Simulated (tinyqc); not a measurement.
Inside a calculation. Model: threshold of a short bulk MOSFET: charge sharing, barrier lowering, narrow width.

Numbers from tinyqc (`OMP_NUM_THREADS=1 python tinyqc.py 2002105 2002106 out.jsonl`; about 0.01 s on one thread of a shared Intel Xeon 2.30GHz). Printed values are rounded.

n-channel device on a p-type body, depletion approximation, full ionisation. Uniform doping N = Na. Vbi from Boltzmann statistics is rough for the degenerate source. Cox = eps0 eox/tox.

Inputs (values chosen for the exercise); band and dielectric values close to those of silicon:
- T = 300 K (temperature)
- Eg = 1.14 eV (band gap)
- eps_r = 11.9 (relative permittivity)
- Nc = 2.84e19 cm^-3 (conduction-band density of states at T)
- Nv = 2.61e19 cm^-3 (valence-band density of states at T)
- eox = 21.7 (relative permittivity of the gate insulator (close to hafnium oxide))
- tox = 13 nm (insulator thickness)
- Na = 2.5e17 cm^-3 (channel doping)
- Nsd = 1e20 cm^-3 (source and drain doping)
- Vfb = -0.86 V (flat-band voltage for the doping Na)
- xj = 12 nm (junction depth)
- Vbs = -0.5 V (body-source voltage)
- Vds = 0.05 V (drain-source voltage)
- W = 460 nm (gate width)
- xw = 1.5708 (shape factor of the fringing depletion at the width edges)
- L = 190 nm (channel length)

Constants: q = 1.602176634e-19 C, kB = 1.380649e-23 J/K, Vt = kB T/q, eps0 = 8.8541878128e-14 F/cm where lengths are in cm. Results are converted to the units shown.

## Long-channel threshold and scales

ni = sqrt(Nc Nv) exp(-Eg/(2 Vt)), Eg in volts; 2 pB = 2 Vt ln(N/ni); flat band Vfb - Vt ln(N/Na); Wd = sqrt(2 eps0 eps_r (2 pB - Vbs)/(q N)); body term q N Wd/Cox; long-channel VT0 = flat band + 2 pB + body term; Vbi = Vt ln(N Nsd/ni^2); scale length l = sqrt((eps_r/eox) tox Wd).

N = 2.5e17 cm^-3
2 pB = 0.897485 V
flat band = -0.86 V
Wd = 85.7455 nm
body term = 0.232379 V
VT0 = 0.269863 V
Vbi = 1.05238 V
l = 24.7241 nm

## Short-channel and narrow-width shifts

Charge sharing (trapezoid; it ignores Vds): F = (xj/L)(sqrt(1 + 2 Wd/xj) - 1), lowering = body term times F. Barrier lowering: th = exp(-L/(2 l)) + 2 exp(-L/l), lowering = th [2 (Vbi - 2 pB) + Vds], DIBL = th. Narrow width: rise = body term times xw Wd/W. VT by each model = VT0 - lowering + rise.

F = 0.183812
lowering by charge sharing = 42.7140 mV
th = 0.0223616
lowering of the barrier = 8.04531 mV
DIBL = 22.3616 mV/V
narrow-width rise = 68.0410 mV
VT, charge sharing = 0.295190 V
VT, barrier lowering = 0.329859 V

L is 7.68 scale lengths. The charge-sharing lowering is 5.31 times the barrier lowering; the first falls off as 1/L and the second exponentially. Both describe the same loss of gate control, so they are alternatives and are not added.
